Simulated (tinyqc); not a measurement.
Depth of the donor: donor near an oxide interface in a gate field (two-state model).

Interface at z = 0 (hard wall), donor at z = d, field F pulling electrons to the interface: potential e F z; 1 kV/cm = 1e-5 eV/angstrom, c = hbar^2/2m0, q = e^2/(4 pi eps0), Q = (eps - eo)/(eps + eo). Donor state: E_D = e F d - ED - q Q/(4 eps d), the last term joining the images of ion and electron. Interface state: z exp(-b z/2) exp(-rho^2/(2 L^2)) with E_z = c b^2/(4 mz) + 3 e F/b + q Q b/(8 eps), minimised over b; in the plane at z = 3/b the ion (distance D = d - 3/b) and its image (D' = d + 3/b) give E_rho = c/(mt L^2) - (q/eps)(sqrt(pi)/L)[erfcx(D/L) + Q erfcx(D'/L)], erfcx(x) = exp(x^2) erfc(x), minimised over L. E_I = E_z + E_rho.

The two states couple by t = t0 exp(-D/aD) with t0 = q/(eps aD) (2 aD/L) sqrt(aD b/2) v, v a valley factor; this form is an estimate. With detuning u = E_D - E_I the splitting is sqrt(u^2 + 4 t^2) and the lower state has weight (1 - u/sqrt(u^2 + 4 t^2))/2 on the donor.

Constants: hbar^2/2m0 = 3.80998211 eV angstrom^2; e^2/(4 pi eps0) = 14.39964547 eV angstrom.

Values chosen for the exercise (near those of a donor in Si below HfO2, static dielectric constants; shifted at random, so the results belong to these values and not to a real crystal): ED = 53.6 meV (bulk binding energy); mz = 0.898 m0 (mass across the interface); mt = 0.187 m0 (mass in the plane); eps = 11.3 (dielectric constant of the semiconductor); eo = 22 (dielectric constant of the oxide); aD = 18.3 angstrom (donor radius); v = 0.43 (valley factor); dl = (60, 80, 105, 135, 170, 215, 270) angstrom (depths).

Critical field, and the coupling, E_rho and L at that field.

Results:
```
d (angstrom)  critical field (kV/cm)  e F d/ED  t (meV)  E_rho (meV)  L (angstrom)
60                             140.7     1.575      2.4       -11.16            65
80                              96.1     1.434     0.71        -8.60            80
105                             68.3     1.339     0.17        -6.69            97
135                             50.5     1.272    0.030        -5.28           117
215                             29.5     1.184  0.00033        -3.40           164
270                             22.9     1.152  1.5e-05        -2.73           193
```

Give the missing row, d (angstrom) = 170.

Computed row:
```
d (angstrom)  critical field (kV/cm)  e F d/ED  t (meV)  E_rho (meV)  L (angstrom)
170                             38.6     1.224   0.0041        -4.25           138
```

The critical field falls from 141 to 23 kV/cm, with exponent -1.21 in d, while t drops by a factor 1.5e+05, about e for each 18 angstrom at the end (aD = 18.3). One lattice plane (1.36 angstrom) of misplacement changes t by 7 % and the critical field by about 1.6 % at 105 angstrom.

tinyqc: `OMP_NUM_THREADS=1 python tinyqc.py 1280210 1280211 out.jsonl`; about 0.1 s, one thread, shared Intel(R) Xeon(R) Processor @ 2.30GHz.
